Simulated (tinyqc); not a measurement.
Inside a calculation. Model: surface segregation during layer-by-layer epitaxy: two-layer exchange kinetics and the shape of quantum wells and delta layers. Computed by tinyqc, a small Python program that keeps every step. Command: `OMP_NUM_THREADS=1 python tinyqc.py 3006079 3006080 out.jsonl mbeseg walk`. One thread of a shared host (Intel(R) Xeon(R) Processor @ 2.30GHz), about 0.01 s of CPU time with the checks. Intermediate numbers are printed to about 7 digits and carried at full precision; extremes and crossings named in words are read from the listed rows.

Atoms A and B exchange only between the growing layer and the one below it. B is supplied for N layers, then pure A follows.

Inputs (values chosen for the exercise, close to those used for gallium in AlAs):
```
quantity                                   value      unit
barrier E1 for B to move up                 1.98        eV
segregation energy E_s                     0.094        eV
attempt frequency nu                          10       THz
growth rate G                               0.23  layers/s
share x0 of B in the flux during the well   0.54         -
layers in the well N                           4         -
layer thickness                             2.83  angstrom
temperature T                                630         C
```

Constants: k_B = 8.617333262e-05 eV/K.

## Exchange rates

p1 = nu exp(-E1/(k_B T)) (B up, A down), p2 = nu exp(-(E1 + E_s)/(k_B T)) (B down); time per layer tau = 1/G; K = p1/p2. Temperatures in kelvin are T(C) + 273.15. Dilute equilibrium share passed up per layer R_eq = K/(1 + K).

p1 = 89.36325 1/s

p2 = 26.70656 1/s

p1 tau = 388.5359

K = 3.346116

R_eq = 0.7699095

Exchange is fast against growth: the two layers are near equilibrium.

## The second layer

Each layer is deposited complete with B share x_dep and then exchanges for the time tau = 1/G with the layer below, whose share is b (total c = s + b fixed): ds/dt = p1 b (1 - s) - p2 s (1 - b), s(0) = x_dep. With the roots s1 < s2 of the right side, (s - s1)/(s - s2) = [(s(0) - s1)/(s(0) - s2)] exp(-(p1 - p2)(s2 - s1) tau). The lower layer is then buried with c - s, and s becomes the b of the next layer. Layer 1 is deposited on pure A with share x0; with nothing to lift from below, take b = 0 and s(0) = x0 for it. Then layer 2 has x_dep = x0.

share in layer 1 after its exchange = 0.3833318

root s1 for layer 2 = 0.6072722

root s2 for layer 2 = 2.168533

share in layer 2 after its exchange = 0.6072722

share buried in layer 1 = 0.3160596

## Buried profile

In the dilute tail each layer passes up the share R = R_eq (1 - exp(-(p1 + p2) tau)); decay length = -layer thickness/ln R. Index 0 is the last layer of pure A below the well. Share of B outside the intended layers 1..N = 1 - (sum over 1..N)/(N x0).

Share of B:
```
layer  intended     buried
0          0.00  0.1566682
1          0.54  0.3160596
2          0.54  0.4305575
3          0.54  0.4923041
4          0.54  0.2445052
5          0.00  0.1495206
6          0.00  0.0997995
7          0.00  0.0698265
8          0.00  0.0502769
9          0.00  0.0368864
10         0.00  0.0274126
14         0.00  0.0089622
19         0.00  0.0023601
29         0.00  0.0001712
```

share passed up R = 0.7699095

decay length = 10.82291 angstrom

peak share (largest buried share) = 0.4923041

share of B outside the well = 0.3132285

The peak reaches 91 % of x0. B is missing at the lower interface and trails into the cap. Caution: two-layer exchange with complete layers is a simplification that can understate segregation at low temperature; desorption, step-edge exchange and surfactants are left out.

## Kinetic against equilibrium segregation over temperature

R_eq = K/(1 + K).

Segregation:
```
T (C)        p1 tau       R_eq          R  decay length (angstrom)  peak share
510    7.878553e+00  0.8010497  0.8010069                 12.75431   0.4930475
550    3.278086e+01  0.7900428  0.7900428                 12.00841   0.4926546
590    1.195107e+02  0.7796747  0.7796747                 11.37101   0.4924260
630    3.885359e+02  0.7699095  0.7699095                 10.82291   0.4923041
670    1.142942e+03  0.7607100  0.7607100                 10.34723   0.4922647
710    3.079552e+03  0.7520396  0.7520396                  9.93100   0.4922888
750    7.678791e+03  0.7438628  0.7438628                  9.56409   0.4923616
790    1.787472e+04  0.7361457  0.7361457                  9.23849   0.4924715
```

The decay length falls in every row: the layers are in equilibrium and K = exp(E_s/(k_B T)) falls with T. Caution: in the hottest rows B can desorb, which is left out.

Checks made by the program: closed form against integration of the exchange equation (relative difference below 1e-10); conservation of B (relative difference below 1e-10).
